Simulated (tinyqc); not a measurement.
# Isotype n-N heterojunction, non-linear Poisson equation by Newton steps, Boltzmann statistics: two studies

One dimension, material 1 (n-type) at x < 0 and material 2 (n-type) at x > 0. Band edges: Ec = -psi in material 1 and -psi + dEc in material 2, Ev = Ec - Eg. Equilibrium, Fermi level at 0. n = Nc F((EFn - Ec)/Vt), p = Nv F((Ev - EFp)/Vt), with F(eta) = exp(eta) (Boltzmann statistics); full ionisation, no interface charge, classical densities; the doping types are chosen for the exercise.

Inputs (values chosen for the exercise); band and dielectric values those of a made-up pair: temperature T = 400 K; band gap of material 1 Eg1 = 1.44 eV; relative permittivity of material 1 er1 = 10.7; conduction-band density of states of material 1 Nc1 = 7.61e17 cm^-3; valence-band density of states of material 1 Nv1 = 1.77e19 cm^-3; band gap of material 2 Eg2 = 1.27 eV; relative permittivity of material 2 er2 = 11; conduction-band density of states of material 2 Nc2 = 6.91e17 cm^-3; valence-band density of states of material 2 Nv2 = 1.4e19 cm^-3; conduction-band offset Ec2 - Ec1 dEc = 0.26 eV; donor density of material 1 N1 = 4.7e16 cm^-3; donor density of material 2 N2 = 1.9e16 cm^-3; bias of side 1 against side 2 V = 0 V.

Constants: q = 1.602176634e-19 C, kB = 1.380649e-23 J/K, Vt = kB T/q, eps0 = 8.8541878128e-14 F/cm where lengths are in cm. Results are converted to the units shown.

Each table varies one quantity; the others keep the values above.

## Effect of the conduction-band offset Ec2 - Ec1

Exact first integral: on each side D^2/(2 eps0 er) = G, G = q [Vt (nI_j - nI_b) + Vt (pI_j - pI_b) - C (psi_j - psi_b)], with C = +N1 or +N2, b the neutral end of that side, and nI, pI the densities themselves. D is continuous, so er1 G1(psi_j) = er2 G2(psi_j) fixes psi_j. Ends from Nc1 F(psi_L/Vt) = N1 and Nc2 F((V + psi_R - dEc)/Vt) = N2. D is counted positive when psi rises towards material 2.

Results:

| dEc (eV) | psi_R - psi_L (V) | psi_j - psi_L (V) | psi_R - psi_j (V) | D/q (cm^-2) | n_j in 1 (cm^-3) | n_j in 2 (cm^-3) |
|---|---|---|---|---|---|---|
| -0.04 | -0.06789 | -0.03214 | -0.03576 | -7.903e10 | 1.850e16 | 5.361e16 |
| 0.04 | 0.01211 | 0.004579 | 0.007528 | 1.330e10 | 5.368e16 | 1.527e16 |
| 0.11 | 0.08211 | 0.02530 | 0.05681 | 8.181e10 | 9.791e16 | 3.656e15 |
| 0.26 | 0.2321 | 0.04969 | 0.1824 | 1.850e11 | 1.987e17 | 9.559e13 |
| 0.34 | 0.3121 | 0.05765 | 0.2545 | 2.254e11 | 2.503e17 | 1.182e13 |
| 0.41 | 0.3821 | 0.06324 | 0.3189 | 2.563e11 | 2.944e17 | 1.825e12 |
| 0.49 | 0.4621 | 0.06861 | 0.3935 | 2.880e11 | 3.440e17 | 2.094e11 |
| 0.56 | 0.5321 | 0.07266 | 0.4594 | 3.133e11 | 3.869e17 | 3.090e10 |

Estimate the missing row, dEc = 0.19 eV.

Computed row:

| dEc (eV) | psi_R - psi_L (V) | psi_j - psi_L (V) | psi_R - psi_j (V) | D/q (cm^-2) | n_j in 1 (cm^-3) | n_j in 2 (cm^-3) |
|---|---|---|---|---|---|---|
| 0.19 | 0.1621 | 0.04050 | 0.1216 | 1.427e11 | 1.522e17 | 5.579e14 |

With this row back in the table: As dEc goes from -0.04 to 0.56, the total bending rises from -0.0679 to 0.532 V and the sheet charge D/q rises from -7.90e10 to 3.13e11 cm^-2; the share of the bending in material 1 falls from 47.3 to 13.7 %. The alignment is staggered for dEc = 0.04, 0.11, 0.19, 0.26, 0.34, 0.41, 0.49, 0.56 eV. The bending changes sign within the table: electrons move into material 1 where it is positive and into material 2 where it is negative. For dEc = 0.34, 0.41, 0.49, 0.56 a density at the interface exceeds 0.3 of the band density of states, which Boltzmann statistics overestimate.

## Effect of the donor density of material 1

Same model as above.

Results:

| N1 (cm^-3) | psi_R - psi_L (V) | psi_j - psi_L (V) | psi_R - psi_j (V) | D/q (cm^-2) | n_j in 1 (cm^-3) | n_j in 2 (cm^-3) |
|---|---|---|---|---|---|---|
| 2.4e15 | 0.3346 | 0.1310 | 0.2036 | 1.977e11 | 1.074e17 | 5.168e13 |
| 7.7e15 | 0.2945 | 0.09533 | 0.1991 | 1.951e11 | 1.224e17 | 5.887e13 |
| 1.4e16 | 0.2739 | 0.07865 | 0.1952 | 1.928e11 | 1.371e17 | 6.596e13 |
| 2.5e16 | 0.2539 | 0.06389 | 0.1900 | 1.896e11 | 1.595e17 | 7.675e13 |
| 4.6e16 | 0.2328 | 0.05014 | 0.1827 | 1.852e11 | 1.970e17 | 9.478e13 |
| 8.4e16 | 0.2121 | 0.03852 | 0.1736 | 1.794e11 | 2.568e17 | 1.236e14 |
| 1.5e17 | 0.1921 | 0.02921 | 0.1629 | 1.724e11 | 3.501e17 | 1.684e14 |

Estimate the missing row, N1 = 4.3e15 cm^-3.

Computed row:

| N1 (cm^-3) | psi_R - psi_L (V) | psi_j - psi_L (V) | psi_R - psi_j (V) | D/q (cm^-2) | n_j in 1 (cm^-3) | n_j in 2 (cm^-3) |
|---|---|---|---|---|---|---|
| 4.3e15 | 0.3145 | 0.1127 | 0.2018 | 1.967e11 | 1.132e17 | 5.448e13 |

With this row back in the table: As N1 goes from 2.4e15 to 1.5e17, the total bending falls from 0.335 to 0.192 V and the sheet charge D/q falls from 1.98e11 to 1.72e11 cm^-2; the share of the bending in material 1 falls from 39.2 to 15.2 %. In every row electrons move into material 1, which accumulates, while the other side depletes. For N1 = 8.4e16, 1.5e17 a density at the interface exceeds 0.3 of the band density of states, which Boltzmann statistics overestimate.

Program tinyqc, `OMP_NUM_THREADS=1 python tinyqc.py 2040113 2040114 out.jsonl`; Intel Xeon 2.30GHz, shared host, one thread, about 0.02 s.
